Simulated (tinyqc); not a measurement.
Schottky barrier with interface states (Cowley-Sze model), image lowering and contact resistance: one step, computed by the program tinyqc. Command: `OMP_NUM_THREADS=1 python tinyqc.py 3000796 3000797 out.jsonl pinning walk`. One thread of a shared host (Intel(R) Xeon(R) Processor @ 2.30GHz), about 0.01 s of CPU time with the checks.

An n-type semiconductor under a metal. The barrier lies between the Schottky-Mott limit phi_M - chi and the Bardeen limit E_g - E_n, E_n being the neutrality level of the interface states; the space-charge term of the full Cowley-Sze expression is left out.

Task: Depletion layer and image lowering under reverse bias. N_c = 2 M_c (2 pi m_e k_B T/h^2)^(3/2); xi = E_c - E_F solves N = N_c F_1/2(-xi/k_B T) (bisection; full ionisation). F_1/2(eta) = (2/sqrt(pi)) int_0^infinity sqrt(x)/(1 + exp(x - eta)) dx, by the trapezoid rule in t = sqrt(x) with step 0.02 up to t = 12 (for eta < -12 by exp(eta) - exp(2 eta)/2^(3/2)). V_bi = phi_B - xi; W = sqrt(2 eps_s eps_0 (V_bi + V_r - k_B T/e)/(e N)); field at the metal E_m = e N W/(eps_s eps_0); image lowering sqrt(e E_m/(4 pi eps_s eps_0)).

Inputs (values chosen for the exercise, for a model semiconductor):
```
quantity                     value   unit
dielectric constant eps_s     7.05      -
electron mass m_e            0.158    m_0
valleys M_c                      1      -
donor density N            8.1e+15  cm^-3
temperature T                  200      K
reverse bias V_r               3.3      V
```

Pinning factor from: interface states.

barrier phi_B = 1.599305 eV

Constants: k_B = 8.617333262e-05 eV/K; m_0 = 9.1093837015e-31 kg; k_B = 1.380649e-23 J/K; h = 6.62607015e-34 J s; eps_0 = 8.8541878128e-12 F/m; e = 1.602176634e-19 C.

Give: N_c; xi; built-in voltage V_bi; depletion width W; field E_m; image lowering.

Result:

N_c = 8.579e+17 cm^-3

xi = 0.08030 eV

built-in voltage V_bi = 1.519 V

depletion width W = 679.7 nm

field E_m = 1.413e+05 V/cm

image lowering = 0.05372 eV
